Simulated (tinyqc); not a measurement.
LDA (VWN5) atom on a uniform radial grid, spin-unpolarised, for F(2+), step by step. Computed by tinyqc, a small Python program that keeps every step. Settings: Z = 9, points = 128, R = 6.0, functional = lda,vwn, mixing = 0.4, iteration cap = 78. Command: `OMP_NUM_THREADS=1 python tinyqc.py 30208 30209 out.jsonl` (the two numbers bound the seeds that draw the settings). One thread of a shared host (Intel(R) Xeon(R) Processor @ 2.60GHz), about 0.2 s of CPU time with the checks. Later iterations appear only in the table of the cycle.

## Iteration 1

Spherical atom on a uniform radial grid r_j = j h with h = R/(N + 1), h sum u^2 = 1 and integrals as h times sums, u(0) = u(R) = 0 (atomic units):
```
parameter           value
Z                       9
points N              128
R                6.000000
h                0.046512
mixing           0.400000
electrons in 1s         2
electrons in 2s         2
electrons in 2p         3
```

Three-point differences turn -u''/2 + [l(l+1)/2r^2 - Z/r + V] u = e u into a tridiagonal matrix (diagonal 1/h^2 + potential, off-diagonal -1/2h^2). D = sum f u^2; the Hartree potential y/r solves y'' = -D/r with y(0) = 0, y(R) = N_e; v_xc comes from rho = D/(4 pi r^2); E = sum f e - int D V + int D (V_H/2 + eps_xc); V(new) = V + mixing (V_H + v_xc - V).

eigenvalues (hartree): 1s -38.866067, 2s -10.016477, 2p -10.162961

Every 8th grid point:
```
r             V in     u(1s)      u(2s)     u(2p)         D        V_H       v_xc
0.372093  0.000000  0.742286  -0.870179  1.292739  7.629923  14.479092  -1.704952
0.744186  0.000000  0.057103  -1.176891  0.959174  5.536713   9.074829  -0.990424
1.116279  0.000000  0.003295  -0.575769  0.402037  1.147944   6.249160  -0.470528
1.488372  0.000000  0.000169  -0.206545  0.133378  0.138691   4.701881  -0.207459
1.860465  0.000000  0.000008  -0.063418  0.038928  0.012590   3.762435  -0.088552
2.232558  0.000000  3.75e-07  -0.017723  0.010477  0.000958   3.135413  -0.036682
2.604651  0.000000  1.68e-08  -0.004650  0.002666  0.000065   2.687500  -0.014633
2.976744  0.000000  7.40e-10  -0.001166  0.000651  3.99e-06   2.351562  -0.005614
3.348837  0.000000  3.20e-11  -0.000282  0.000154  2.31e-07   2.090278  -0.002086
3.720930  0.000000         0  -0.000067  0.000036  1.27e-08   1.881250  -0.000757
4.093023  0.000000         0  -0.000015  0.000008  6.68e-10   1.710227  -0.000270
4.465116  0.000000         0  -3.49e-06  1.80e-06  3.40e-11   1.567708  -0.000095
4.837209  0.000000         0  -7.80e-07  3.95e-07         0   1.447115  -0.000033
5.209302  0.000000         0  -1.72e-07  8.56e-08         0   1.343750   0.000000
5.581395  0.000000         0  -3.64e-08  1.78e-08         0   1.254167   0.000000
5.953488  0.000000         0  -2.59e-09  1.26e-09         0   1.175781   0.000000
```

total energy = -88.22504507 hartree

## Iteration 2

As before.

eigenvalues (hartree): 1s -31.736345, 2s -6.356503, 2p -6.038825

Every 8th grid point:
```
r             V in     u(1s)      u(2s)     u(2p)         D        V_H       v_xc
0.372093  5.109656  0.787740  -0.688628  1.107341  5.868100  13.494652  -1.567507
0.744186  3.233762  0.072686  -1.175833  1.043615  6.043131   8.801395  -1.018193
1.116279  2.311453  0.005247  -0.730917  0.584951  2.095036   6.205439  -0.566780
1.488372  1.797769  0.000344  -0.340458  0.265919  0.443962   4.696572  -0.294972
1.860465  1.469553  0.000021  -0.137701  0.107863  0.072826   3.761878  -0.149550
2.232558  1.239492  1.29e-06  -0.051215  0.040734  0.010224   3.135360  -0.074640
2.604651  1.069147  7.62e-08  -0.018019  0.014648  0.001293   2.687495  -0.036596
2.976744  0.938379  4.43e-09  -0.006094  0.005083  0.000152   2.351562  -0.017548
3.348837  0.835277  2.54e-10  -0.002001  0.001717  0.000017   2.090278  -0.008219
3.720930  0.752197  1.44e-11  -0.000642  0.000567  1.79e-06   1.881250  -0.003770
4.093023  0.683983         0  -0.000202  0.000184  1.84e-07   1.710227  -0.001700
4.465116  0.627045         0  -0.000063  0.000059  1.83e-08   1.567708  -0.000757
4.837209  0.578833         0  -0.000019  0.000019  1.78e-09   1.447115  -0.000334
5.209302  0.537500         0  -0.000006  0.000006  1.68e-10   1.343750  -0.000146
5.581395  0.501667         0  -1.63e-06  1.68e-06  1.38e-11   1.254167  -0.000061
5.953488  0.470313         0  -1.36e-07  1.43e-07         0   1.175781   0.000000
```

total energy = -91.93587972 hartree

## Convergence

Stop when input and output potentials agree to 1e-7.

Course of the cycle (hartree):
```
iteration             E       e(1s)       e(2s)       e(2p)  largest |V(out) - V(in)|
1          -88.22504507  -38.866067  -10.016477  -10.162961                  2.18e+01
2          -91.93587972  -31.736345   -6.356503   -6.038825                  1.12e+01
3          -93.20953097  -28.048302   -4.476397   -3.976152                  5.61e+00
4          -93.57625763  -26.200969   -3.505795   -2.939425                  2.74e+00
5          -93.66551906  -25.298954   -3.001966   -2.413146                  1.32e+00
6          -93.68459792  -24.863102   -2.737733   -2.141925                  6.46e-01
7          -93.68839242  -24.650940   -2.596819   -1.999284                  3.22e-01
8          -93.68914139  -24.545411   -2.520115   -1.922509                  1.65e-01
9          -93.68929796  -24.491355   -2.477501   -1.880238                  8.75e-02
10         -93.68933460  -24.462787   -2.453404   -1.856499                  4.76e-02
11         -93.68934442  -24.447245   -2.439583   -1.842953                  2.65e-02
...                 ...         ...         ...         ...                       ...
25         -93.68934886  -24.426781   -2.420171   -1.824043                  1.57e-05
26         -93.68934886  -24.426775   -2.420166   -1.824038                  9.35e-06
27         -93.68934886  -24.426772   -2.420163   -1.824035                  5.57e-06
28         -93.68934886  -24.426770   -2.420161   -1.824033                  3.32e-06
29         -93.68934886  -24.426769   -2.420160   -1.824032                  1.98e-06
30         -93.68934886  -24.426768   -2.420159   -1.824032                  1.18e-06
31         -93.68934886  -24.426768   -2.420159   -1.824031                  7.05e-07
32         -93.68934886  -24.426768   -2.420158   -1.824031                  4.20e-07
33         -93.68934886  -24.426767   -2.420158   -1.824031                  2.51e-07
34         -93.68934886  -24.426767   -2.420158   -1.824031                  1.49e-07
35         -93.68934886  -24.426767   -2.420158   -1.824031                  8.91e-08
```

Converged in 35 iterations. A uniform grid resolves the cusp poorly: for a bare nucleus this grid gives 1s at -38.86607 against -Z^2/2 = -40.5 hartree. Before convergence this energy mixes input and output and is not variational, so it may rise towards its limit.
